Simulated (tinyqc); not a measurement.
Capacitances against the space between lines.

Endless row of lines of width wl, height tl and space sl between grounded planes at distance hd; e2 fills the gaps beside the lines, e1 the rest. Laplace's equation is solved on meshes of 3, 6 and 12 steps per unit u and extrapolated (Aitken), which is good to about 0.2 %. C_even (all lines at 1 V) is the capacitance Cg to the planes; C_odd (neighbours in antiphase) = Cg + 4 Cc if only nearest neighbours couple, which defines Cc; total with quiet neighbours Cg + 2 Cc. Plate values 2 eps0 e1 wl/hd and eps0 e2 tl/sl.

Parameters, values chosen for the exercise:

| symbol | value | unit | meaning |
|---|---|---|---|
| e1 | 3 |  | relative permittivity above and below the lines |
| e2 | 2.7 |  | relative permittivity between the lines |
| wl | 4 | u | line width, in units u |
| tl | 6 | u | line height |
| hd | 6 | u | distance to each plane |

Constants: eps0 = 8.8541878128e-12 F/m. Results are converted to the units shown.

The same in every row: plate Cg (aF/um) = 35.4.

Capacitances against the space between lines:
columns A: sl (u); B: Cg (aF/um); C: Cc (aF/um); D: Cg + 2 Cc (aF/um); E: C_odd (aF/um); F: plate Cc (aF/um); G: share of coupling, 2 Cc/(Cg + 2 Cc) (%)
```
A      B     C    D    E     F     G
2   52.1  93.9  240  428  71.7  78.3
4   66.8  47.4  162  257  35.9  58.7
6   79.5  29.5  138  197  23.9  42.6
8   89.8  19.6  129  168  17.9  30.3
12   104  9.21  123  141  12.0  15.0
16   112  4.46  121  130  8.96  7.35
24   119  1.06  121  123  5.98  1.75
```

As sl goes from 2 to 24, Cg rises from 52.1 to 119 aF/um, Cc falls from 93.9 to 1.06 aF/um and the share of coupling falls from 78.3 to 1.75 %. Cg is 1.47 times its plate value in the first row and 3.35 times in the last; for Cc the ratios are 1.31 and 0.177. Neighbours in antiphase raise the load by a factor of 1.78 and 1.02 over quiet ones. For sl = 2 the planes are farther than 0.8 of the pitch, so second neighbours couple too and Cg + 2 Cc understates the quiet load by a per cent or more.

Numbers from tinyqc (`OMP_NUM_THREADS=1 python tinyqc.py 2790192 2790193 out.jsonl`; about 0.9 s on one thread of a shared Intel Xeon 2.30GHz).
